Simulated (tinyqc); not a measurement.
Inside a calculation. Model: tunnelling through a two-layer gate stack, WKB transmission and Tsu-Esaki current.

tinyqc, about 0.05 s, one thread, Intel Xeon 2.30GHz (shared host): `OMP_NUM_THREADS=1 python tinyqc.py 2540160 2540161 out.jsonl` Printed values are rounded.

Electrons leave the emitter at x = 0. Energies E (motion across the layers) are in eV from the emitter Fermi level; the collector Fermi level lies at -V and offers states at every E. No charge in the dielectric and no image force: F1 = V/(t1 + t2 eps1/eps2), F2 = F1 eps1/eps2; U = phi1 - F1 x in layer 1 and phi2 - F1 t1 - F2 (x - t1) in layer 2. With C = hbar^2/(2 m0), kappa = sqrt(m (U - E)/C) where U > E and 0 elsewhere; T(E) = exp(-S), S = 2 times the integral of kappa over x.

Values chosen for this exercise; layer 1 close to silicon dioxide, layer 2 close to hafnium oxide: temperature T = 300 K; Fermi energy of the emitter above its band bottom Ef = 0.39 eV; emitter mass in the supply function me = 0.82 m0; barrier of layer 1 above the emitter Fermi level at zero bias phi1 = 2.96 eV; tunnelling mass of layer 1 m1 = 0.48 m0; thickness of layer 1 t1 = 0.9 nm; relative permittivity of layer 1 eps1 = 4.01; barrier of layer 2 at zero bias phi2 = 1.48 eV; tunnelling mass of layer 2 m2 = 0.2 m0; thickness of layer 2 t2 = 1.5 nm; relative permittivity of layer 2 eps2 = 22.9; voltage across the dielectric V = 1.3 V; energy of the electron followed E = 0 eV; cells in each layer nc = 6; lower end of the energy grid Ea = -0.39 eV; upper end of the energy grid Eb = 0.3 eV; points of the energy grid nE = 9.

Constants: q = 1.602176634e-19 C, kB = 1.380649e-23 J/K, hbar = 1.054571817e-34 J s, m0 = 9.1093837015e-31 kg, Vt = kB T/q, hbar^2/(2 m0) = 0.0380998212 eV nm^2. Results are converted to the units shown.

Range of the model: The field of 11.2 MV/cm is more than most gate dielectrics sustain; the model ignores breakdown.

## Fields and band edges

F1 = V/(t1 + t2 eps1/eps2), F2 = F1 eps1/eps2; U = phi1 - F1 x in layer 1 and phi2 - F1 t1 - F2 (x - t1) in layer 2. EOT = 3.9 (t1/eps1 + t2/eps2).

F1 = 11.1812 MV/cm
F2 = 1.95793 MV/cm
U at the end of layer 1 = 1.95369 eV
U at the start of layer 2 = 0.473690 eV
U at the end of layer 2 = 0.18 eV
EOT = 1.13077 nm

## WKB exponent by the midpoint rule

Cut each layer into nc equal cells, take U and kappa at the cell centres, and sum S = 2 sum kappa h.

```
cell   x (nm)   U (eV)  kappa (1/nm)
0     0.07500  2.87614       6.01955
1     0.22500  2.70842       5.84141
2     0.37500  2.54070       5.65765
3     0.52500  2.37299       5.46773
4     0.67500  2.20527       5.27096
5     0.82500  2.03755       5.06656
6     1.02500  0.44922       1.53561
7     1.27500  0.40027       1.44954
8     1.52500  0.35132       1.35801
9     1.77500  0.30237       1.25986
10    2.02500  0.25342       1.15339
11    2.27500  0.20447       1.03603
```

S = 13.8934
T(E) = 9.25085e-7

## WKB exponent in closed form

Each layer adds (2/F) sqrt(m/C) [G(u at its left edge) - G(u at its right edge)] to S, with u = U - E (0 where negative) and G(u) = (2/3) u^1.5. The slope follows from 1/d = -dS/dE.

S = 13.8918
T(E) = 9.26522e-7
energy d over which T(E) grows by a factor e = 0.12155 eV

The midpoint rule gives S = 13.893, so its T(E) is 0.15 % below this value. The band edge stays above E through the whole stack: direct tunnelling through a trapezoid.

## Current density on a coarse energy grid

J = J0 times the integral of T(E) N(E) dE, N = ln[(1 + exp(-E/Vt))/(1 + exp((-E - V)/Vt))], J0 = q^2 me m0 kB T/(2 pi^2 hbar^3) (times 1e-4 for A/cm^2 per eV), by Simpson's rule on nE equally spaced points from Ea to Eb.

```
point     E (eV)        T(E)           N       T(E) N
0      -0.390000  6.33225e-8     15.0859   9.55276e-7
1      -0.303750  1.07446e-7     11.7496   1.26244e-6
2      -0.217500  1.87726e-7     8.41350   1.57943e-6
3      -0.131250  3.40167e-7     5.08320   1.72914e-6
4      -0.045000  6.46484e-7     1.90229   1.22980e-6
5       0.041250  1.31415e-6    0.184638   2.42641e-7
6       0.127500  2.98394e-6  0.00718675   2.14449e-8
7       0.213750  9.01806e-6  2.56509e-4   2.31321e-9
8       0.300000  2.77878e-5  9.12473e-6  2.53556e-10
```

J0 = 3.43060e8 A/(cm^2 eV)
J = 192.949 A/cm^2

The integrand peaks at E = -0.131 eV among these points. A converged quadrature from -Ef to above the barrier gives 194.3 A/cm^2; this grid is 0.68 % below that.
